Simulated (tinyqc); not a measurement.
A longer run and its error bar: q-state Potts model on a small periodic square lattice: enumeration, Metropolis, heat-bath and Wolff steps. Computed by tinyqc, a small Python program. Command: `OMP_NUM_THREADS=1 python tinyqc.py 3112374 3112375 out.jsonl potts walk`. One thread of a shared host (Intel(R) Xeon(R) Processor @ 2.30GHz), about 0.04 s of CPU time with the checks.

E = -J x (number of nearest-neighbour bonds with equal states); n x n sites with periodic edges have 2 n^2 bonds. Order parameter m = (q f - 1)/(q - 1), f being the largest share of one state. Sites are numbered row by row from 0. Here q = 3 and n = 3.

Inputs (values chosen for the exercise, for a model of domains or grain orientations):
```
quantity             value  unit
number of states q       3     -
edge n                   3     -
coupling J              29   meV
temperature T          225     K
seed                392831     -
```

Update: Wolff cluster.

Constants: k_B = 8.617333262e-05 eV/K.

Method:
- K = J/(k_B T); the infinite square lattice orders at K_c = ln(1 + sqrt(q)); Wolff bond probability p = 1 - exp(-K).
- All q^(n^2) states are counted by their number b of equal bonds; weights g(b) exp(K b), K = J/(k_B T). Per site: u = -J <b>/n^2, c/k_B = K^2 (<b^2> - <b>^2)/n^2.
- ln Z = ln sum g(b) exp(K b); entropy per site s/k_B = (ln Z - K <b>)/n^2.
- After 400 updates are discarded, b is recorded for 4000 cluster flips of the update named (random numbers not printed, so these rows are one sample). Records are averaged in blocks; the error is the scatter of block means over sqrt(number of blocks), and the last column its square over that for single records.

start states:
```
   1  2  3
1  1  1  2
2  0  1  0
3  0  2  1
```

K = 1.49569

p = 0.775907

<b> = 17.7671

Blocking:
```
block length    mean b     error  variance ratio
1             17.74075  0.017211          1.0000
4             17.74075  0.026087          2.2975
16            17.74075  0.030450          3.1302
40            17.74075  0.028095          2.6648
100           17.74075  0.026507          2.3720
```

What follows from these numbers?

The run gives 17.741 +/- 0.028 (blocks of 40) against the exact 17.767, a difference of 0.9 error bars. Single records understate the error by a factor of about 1.6, because successive records are correlated.

Extremes, crossings and ranges named in words are read from the listed rows.
